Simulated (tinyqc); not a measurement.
On-chip interconnect, size-dependent resistivity and RC delay: two steps of the calculation.

A rectangular line between two neighbours and two ground planes. Surface and grain-boundary scattering are added to the bulk resistivity as corrections; capacitances are parallel-plate values without fringing; inductance is ignored.

Values chosen for this exercise; metal values close to those of copper: bulk resistivity rho0 = 1.66 uohm cm; bulk mean free path lam = 40.6 nm; specular share of surface scattering ps = 0.4; reflection coefficient of grain boundaries Rg = 0.32; grain size over the metal width gr = 2; drawn line width wd = 8.4 nm; aspect ratio, height over width AR = 1.3; liner on both walls and the bottom, not conducting tl = 1.7 nm; space to the neighbouring lines sp = 8.4 nm; dielectric height to the planes above and below hd = 15 nm; relative permittivity of the dielectric ek = 2.7; Miller factor of the neighbours Mf = 1; driver resistance Rd = 15000 ohm; time step dt = 530 ps.

Constants: eps0 = 8.8541878128e-12 F/m. Results are converted to the units shown.

Task 1. Resistivity, resistance and capacitance per length. Metal width x = wd - 2 tl, height y = AR wd - tl; grain boundaries (Mayadas-Shatzkes): al = (lam/(gr x)) Rg/(1 - Rg), g = 1/[1 - 3 al/2 + 3 al^2 - 3 al^3 ln(1 + 1/al)] - 1; surfaces (Fuchs-Sondheimer, thick limit): s = (3/8) lam (1 - ps)(1/x + 1/y); rho = rho0 (1 + g + s); r = rho/(x y); c = eps0 ek (2 wd/hd + 2 Mf AR wd/sp).

Give: x; y; al; g; s; rho; r; c.

Result 1.

x = 5.000 nm
y = 9.220 nm
al = 1.911
g = 2.600
s = 2.818
rho = 10.65 uohm cm
r = 2311 ohm/um
c = 0.08893 fF/um

Task 2. Node voltages after a time step. A 1 V step is applied behind Rd at t = 0. C dv/dt = -G v + b, with G the conductance matrix of the ladder (1/Rs between neighbours, 1/Rd added at node 0) and b = (1 V/Rd, 0, ...). Trapezoidal step: (C/dt + G/2) v(new) = (C/dt - G/2) v + b.

Rs = 57774.119 ohm

```
node     C (fF)  v at t = 0 (V)
0     1.1116433               0
1     2.2232866               0
2     2.2232866               0
3     2.2232866               0
4     2.2232866               0
5     2.2232866               0
6     1.2416433               0
```

Find: v at t = 1 dt.

Result 2.

v at t = 1 dt, node 0 to 6 (V): 1.6788  0.8487  0.4300  0.2197  0.1159  0.0683  0.0537

Node 0 overshoots the 1 V source: the trapezoidal rule rings on modes much faster than dt.

Range of the model: The metal width is under the mean free path, where the thick-limit surface term and the simple sum of corrections lose accuracy.

Program tinyqc, `OMP_NUM_THREADS=1 python tinyqc.py 2100102 2100103 out.jsonl`; Intel Xeon 2.30GHz, shared host, one thread, about 0.01 s.
